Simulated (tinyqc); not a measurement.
# Worked calculation: short-channel transistor, virtual-source model with series resistance

tinyqc, about 0.01 s, one thread, Intel Xeon 2.30GHz (shared host): `OMP_NUM_THREADS=1 python tinyqc.py 2380115 2380116 out.jsonl` Printed values are rounded.

The current per gate width is the charge at the top of the source barrier (the virtual source) times its velocity times a saturation function; al and be are fitting constants of the model. Units: I in uA/um, Rs in ohm um, so I Rs = 1e-6 I Rs in volts; Q in uC/cm^2, so I = 1e-4 Q vx0 Fsat with vx0 in cm/s.

Inputs (values chosen for the exercise): temperature T = 273 K; inversion capacitance Cinv = 2.29 uF/cm^2; velocity at the virtual source vx0 = 3.91e7 cm/s; apparent mobility mu = 300 cm^2/(V s); channel length L = 25 nm; threshold at zero drain voltage VT0 = 0.36 V; drain-induced barrier lowering dl = 0.168 V/V; subthreshold factor n0 = 1.19; growth of n with drain voltage nd = 0.1 1/V; threshold shift (in units of Vt) from weak to strong inversion al = 3.5; sharpness of saturation be = 2; series resistance of each contact Rs = 150 ohm um; gate voltage Vgs = 0.75 V; drain voltage Vds = 0.05 V.

Constants: q = 1.602176634e-19 C, kB = 1.380649e-23 J/K, Vt = kB T/q. Results are converted to the units shown.

## Iteration 1: current through the series resistance

I at the start = 0 uA/um

Intrinsic voltages Vg' = Vgs - I Rs, Vd' = Vds - 2 I Rs. n = n0 + nd Vd', VT = VT0 - dl Vd', Ff = 1/(1 + exp((Vg' - VT + al Vt/2)/(al Vt))), Q = Cinv n Vt ln(1 + exp((Vg' - VT + al Vt Ff)/(n Vt))), Vdsat = (vx0 L/mu)(1 - Ff) + Vt Ff, Fsat = u/(1 + u^be)^(1/be) with u = Vd'/Vdsat, and I(out) = Q vx0 Fsat per width. (Fsat takes the sign of u.) Newton step: I(new) = I + (I(out) - I)/(1 - s), s = dI(out)/dI by a central difference with +/- 0.001 uA/um.

Vg' = 0.75 V
Vd' = 0.05 V
VT = 0.3516 V
Ff = 0.00477985
Q = 0.913237 uC/cm^2
Vdsat = 0.324388 V
Fsat = 0.152337
I(out) = 543.959 uA/um
s = -3.45433
I after iteration 1 = 122.119 uA/um

## Iteration 2: current through the series resistance

As before.

Vg' = 0.731682 V
Vd' = 0.0133642 V
VT = 0.357755 V
Ff = 0.00642358
Q = 0.857505 uC/cm^2
Vdsat = 0.323891 V
Fsat = 0.0412264
I(out) = 138.226 uA/um
s = -3.16911
I after iteration 2 = 125.982 uA/um

## Iteration 3: current through the series resistance

As before.

Vg' = 0.731103 V
Vd' = 0.0122053 V
VT = 0.357950 V
Ff = 0.00648387
Q = 0.855743 uC/cm^2
Vdsat = 0.323873 V
Fsat = 0.0376586
I(out) = 126.004 uA/um
s = -3.15803
I after iteration 3 = 125.988 uA/um

## Course of the iteration: current through the series resistance

Stop when I changes by less than 1e-7 uA/um, or after 80 iterations.

Course of the iteration:
```
iteration  I (uA/um)  |change| (uA/um)
1            122.119               122
2            125.982              3.86
3            125.988           5.14e-3
4            125.988           9.17e-9
```

Converged in 4 iterations. At the end the number of correct digits about doubles with each step.

## What the series resistance costs

converged I = 125.988 uA/um
I0 = 543.959 uA/um

Intrinsic voltages Vg' = Vgs - I Rs, Vd' = Vds - 2 I Rs. n = n0 + nd Vd', VT = VT0 - dl Vd', Ff = 1/(1 + exp((Vg' - VT + al Vt/2)/(al Vt))), Q = Cinv n Vt ln(1 + exp((Vg' - VT + al Vt Ff)/(n Vt))), Vdsat = (vx0 L/mu)(1 - Ff) + Vt Ff, Fsat = u/(1 + u^be)^(1/be) with u = Vd'/Vdsat, and I = Q vx0 Fsat per width. I0 is the current for Rs = 0. Effective velocity I/Q; transit time L Q/I.

loss against I0 = 76.8388 %
effective velocity = 1.47226e6 cm/s
transit time = 1.69807 ps

The carriers leave the virtual source at 3.77 % of vx0: Vd' is not large against Vdsat.
